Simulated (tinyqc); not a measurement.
Worked calculation: free-carrier optics of a doped semiconductor (Drude model). Values are carried at full precision from step to step, so a last printed digit may differ when a step is redone from the rounded ones.

eps(E) = ei [1 - Ep^2/(E^2 + i E Gam)], with Ep^2 = 8 pi c (e^2/(4 pi eps0)) N/(m ei), c = hbar^2/2m0, N in 1/angstrom^3 (1e-24 per 1/cm^3); Gam = hbar/tau, tau = mu m m0/e with m0/e = 5.685630e-12 kg/C and mu in m^2/(V s). Energies in meV.

Constants: hbar^2/2m0 = 3.80998211 eV angstrom^2; e^2/(4 pi eps0) = 14.39964547 eV angstrom; hbar = 6.58211957e-16 eV s; hbar c = 1973.269805 eV angstrom.

Parameters, chosen for this exercise (mass and dielectric values near those of Ge; N and mu are free inputs; interband absorption and the rise of the mass with filling are left out; not measured data):
- N = 2.9e+17 1/cm^3 (carrier density)
- m = 0.119 m0 (conductivity mass)
- mu = 5500 cm^2/(V s) (mobility)
- ei = 16.33 (high-frequency dielectric constant)
- E = 35 meV (photon energy)

## Plasma energy and damping

Evaluate Ep, tau, Gam, the plasma wavelength hc/Ep (hc = 1239.841984 eV nm) and the dc resistivity 1/(e N mu), e = 1.602176634e-19 C.

Ep = 14.345 meV
tau = 372.12 fs
Gam = 1.769 meV
plasma wavelength = 86.43 micrometre
rho = 0.00391 ohm cm

Ep/Gam = 8.11: the plasma edge is sharp.

## Dielectric function at one energy

Insert the numbers.

free-carrier term = -2.7360+0.1383i
eps = 13.5940+0.1383i

## Optical constants

n + i k = sqrt(eps1 + i eps2) with k >= 0; R = ((n - 1)^2 + k^2)/((n + 1)^2 + k^2) at normal incidence from vacuum; alpha = 2 E k/(hbar c), times 1e8 for 1/cm; loss function Im(-1/eps) = eps2/(eps1^2 + eps2^2).

Convert eps at the photon energy E (in meV) into the optical constants.

n = 3.6870
k = 0.0188
R = 0.3287
alpha = 66.5 1/cm

Light of this energy penetrates 1/alpha = 150 micrometre.

## Checks

- Integral of E eps2 of the free-carrier term against (pi/2) ei Ep^2 (meV^2): both 5278.2.

Run: tinyqc, `OMP_NUM_THREADS=1 python tinyqc.py 1680844 1680845 out.jsonl`; Intel(R) Xeon(R) Processor @ 2.30GHz, one thread, shared host; about 0.01 s of CPU time with all checks.
